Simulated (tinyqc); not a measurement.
# Double-gate transistor, scale length and short-channel effects, step by step

Numbers from tinyqc (`OMP_NUM_THREADS=1 python tinyqc.py 2420016 2420017 out.jsonl`; about 0.01 s on one thread of a shared Intel Xeon 2.30GHz). Printed values are rounded.

A body of thickness ts between two insulators of thickness ti and two tied gates. Below threshold the potential that source and drain add obeys Laplace's equation and vanishes on the gate. Its lowest mode decays along the channel as exp(-k y); k is the smallest positive root of the matching condition at the interface, and the scale length is Lambda = pi/k.

Inputs (values chosen for the exercise); permittivities: semiconductor made up, insulator close to that of silicon dioxide:
- T = 250 K (temperature)
- eps_r = 11.6 (relative permittivity of the semiconductor)
- ei = 3.74 (relative permittivity of the insulator)
- ti = 0.89 nm (insulator thickness)
- ts = 6.8 nm (body thickness)
- L = 37 nm (channel length)
- Vbi = 0.89 V (potential of the source)
- sT = 0.7 V (potential of the barrier top at threshold)
- VTL = 0.32 V (long-channel threshold)
- m = 1 (long-channel body factor)
- Vds = 0.6 V (drain voltage)

Constants: q = 1.602176634e-19 C, kB = 1.380649e-23 J/K, Vt = kB T/q. Results are converted to the units shown.

## Scan of the matching condition

k, point 0 to 7 (1/nm): 0.045  0.09  0.135  0.18  0.225  0.27  0.315  0.36

f(k) = ei cos(k ti) cos(k ts/2) - eps_r sin(k ti) sin(k ts/2).

f(k), point 0 to 7: 3.62256  3.27522  2.71271  1.95894  1.04609  0.01335  -1.09462  -2.22939

The first change of sign lies between k = 0.27 and 0.315 1/nm.

## Iteration 1: decay constant by Newton steps

k at the start = 0.27 1/nm

f(k) = ei cos(k ti) cos(k ts/2) - eps_r sin(k ti) sin(k ts/2); f' by a central difference with +/- 1e-5 1/nm; k(new) = k - f/f'.

f = 0.0133476
f' = -23.9594 nm
k after iteration 1 = 0.270557 1/nm

## Iteration 2: decay constant by Newton steps

As before.

f = -5.77357e-6
f' = -23.9801 nm
k after iteration 2 = 0.270557 1/nm

## Course of the iteration: decay constant by Newton steps

Stop when k changes by less than 1e-10 1/nm, or after 30 iterations.

Course of the iteration:
```
iteration  k (1/nm)  |change| (1/nm)
1          0.270557          5.57e-4
2          0.270557          2.41e-7
3          0.270557         4.47e-14
```

Converged in 3 iterations. The change falls from 5.6e-4 in the first iteration to below the tolerance in the last.

## Scale length against simple estimates

k = 0.270557 1/nm

Lambda = pi/k and l = 1/k. A parabolic potential across the structure gives l(parabolic) = sqrt((eps_r/(2 ei)) ts ti (1 + ei ts/(4 eps_r ti))).

Lambda = 11.6116 nm
l = 3.69608 nm
l(parabolic) = 3.89428 nm

The parabolic estimate is 5.4 % above l.

## Threshold shift, barrier position and swing

Along the channel psi(y) = s + a exp(y/l) + b exp(-y/l) with psi(0) = Vbi, psi(L) = Vbi + Vds and l = 1/k = Lambda/pi; with A = Vbi - s, B = A + Vds, x = exp(-L/l): a = (B - A x) x/(1 - x^2), b = (A - B x)/(1 - x^2). The minimum is s + 2 sqrt(a b), at y = (l/2) ln(b/a). The long-channel potential follows the gate as s = sT + (Vg - VTL)/m, and the threshold VT is the gate voltage at which the minimum equals sT. Swing = m Vt ln 10/g at threshold, g = d(minimum)/ds = 1 - (b x + a)/((1 + x) sqrt(a b)).

s at threshold = 0.694718 V
a = 3.57245e-5 V
b = 0.195246 V
position of the minimum = 15.9046 nm
VT = 0.314718 V
swing = 50.4554 mV/decade

The threshold lies 5.28 mV below the long-channel value, and the barrier top sits at 0.43 L from the source.
